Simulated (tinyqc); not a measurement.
Coherent transport through a tight-binding region between two chains, step by step. One step of it, computed by the program tinyqc.

Task: Transmission at E = -0.99 eV. Surface Green function g = (E - i sqrt(4 t^2 - E^2)) / (2 t^2); self-energy tc^2 g on each contact site; G = (E - H - Sigma)^(-1); Gamma = -2 Im Sigma; T = Gamma_L Gamma_R |G_LR|^2; local density of states -Im G_ii / pi.

H of the central region (eV):
```
,1,2
1,-0.400000,-1.990000
2,-1.990000,0.290000
```

Leads: semi-infinite chains with site energy 0:
```
parameter,value
lead hopping t (eV),1.180000
coupling to the left lead (eV),0.380000
coupling to the right lead (eV),1.090000
left contact site,1
right contact site,2
```

E = -0.990000 eV

Give: g; G; local density of states; transmission.

Result:

g = -0.3555-0.7693i 1/eV

G (1/eV):
```
,1,2
1,0.1917-0.2852i,0.5385-0.0879i
2,0.5385-0.0879i,0.1409-0.0539i
```

local density of states (1/eV): 0.0908  0.0171

transmission = 0.1209
